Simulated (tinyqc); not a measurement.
Swing curve: thickness of the top film: thin-film optics by transfer matrices.

Indices N = n + i k. Snell: N0 sin(theta) = N_j sin(theta_j), with Im(N_j cos theta_j) >= 0. Admittance y_j = N_j cos theta_j for s and N_j/cos theta_j for p. Phase delta_j = 2 pi N_j cos theta_j d_j/lambda. Layer matrix [[cos delta, -i sin delta/y], [-i y sin delta, cos delta]], multiplied from the top down to M. (B, C) = M (1, y_sub); r = (y0 B - C)/(y0 B + C), R = |r|^2, T = 4 Re y0 Re y_sub/|y0 B + C|^2, absorbed in the films 1 - R - T.

Parameters, chosen for this exercise (indices near those of HfO2, SiO2 on Si; shifted at random, so the results belong to these values and not to a real crystal):
```
symbol  value                  unit     meaning
lam     193                    nm       vacuum wavelength
n0      1                               ambient index
n       (2.751, 1.535, 0.868)           n of HfO2, SiO2, substrate
k       (0.608, 0, 2.795)               k in the same order
d       (4.8, 10.2)            nm       thicknesses, top first
theta   30                     degrees  angle of incidence
pol     p                               polarisation
```

The first entry of d takes the values listed.

Stack:
```
d_1 (nm)       R       T  absorbed
4.8       0.0419  0.3320    0.6261
10.7      0.1986  0.1565    0.6449
16.7      0.3762  0.0941    0.5296
22.6      0.4219  0.0757    0.5024
28.6      0.3327  0.0718    0.5955
34.5      0.1678  0.0665    0.7657
40.4      0.0983  0.0522    0.8495
46.4      0.1548  0.0368    0.8084
52.3      0.2216  0.0271    0.7514
58.3      0.2423  0.0213    0.7364
64.2      0.2171  0.0177    0.7652
76.1      0.1673  0.0113    0.8214
```

Give the missing row, d_1 (nm) = 70.1.

Computed row:
```
d_1 (nm)       R       T  absorbed
70.1      0.1804  0.0144    0.8052
```

R swings between 0.0419 and 0.4219 on these points. The period is lambda/(2 Re(N_1 cos theta_1)) = 35.6 nm, six rows. The swing shrinks from 0.3799 in the first period to 0.1439 in the second, as the film absorbs the wave that returns from below. The swing ratio (max - min)/mean is 1.75.

(tinyqc, `OMP_NUM_THREADS=1 python tinyqc.py 1680292 1680293 out.jsonl`, Intel(R) Xeon(R) Processor @ 2.30GHz, 1 thread, shared host, about 0.01 s.)
